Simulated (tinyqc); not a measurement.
MOS inversion layer, Poisson-Schroedinger loop: one step of the calculation.

Electrons confined at an insulator interface at z = 0, treated as a hard wall; parabolic valleys, Hartree approximation, no image or exchange terms. The depletion charge lies far deeper than the electrons and gives a uniform field q Nd/(eps0 eps_r); the gate balances all charge. Energies are counted from the band edge at the interface.

Task. Fermi level and occupations. Level k holds N_k = D_k Vt ln(1 + exp((EF - E_k)/Vt)) with D = 3 md1 m0 q/(pi hbar^2) per eV (spin included); EF is fixed by sum N_k = Ns.

Values chosen for this exercise; masses and permittivity close to those of 4H silicon carbide (0001):
- T = 300 K (temperature)
- md1 = 0.425 m0 (in-plane density-of-states mass of set A)
- Ns = 5.7e12 cm^-2 (sheet density of electrons)

Constants: q = 1.602176634e-19 C, kB = 1.380649e-23 J/K, hbar = 1.054571817e-34 J s, m0 = 9.1093837015e-31 kg, Vt = kB T/q. Results are converted to the units shown.

levels (eV): A1 0.08494739, A2 0.14804601

Give: EF; N_k.

Result.

EF = 0.064598 eV
N_k (cm^-2): A1 5.1647e12, A2 5.3526e11

tinyqc, about 0.5 s, one thread, Intel Xeon 2.30GHz (shared host): `OMP_NUM_THREADS=1 python tinyqc.py 2160018 2160019 out.jsonl`
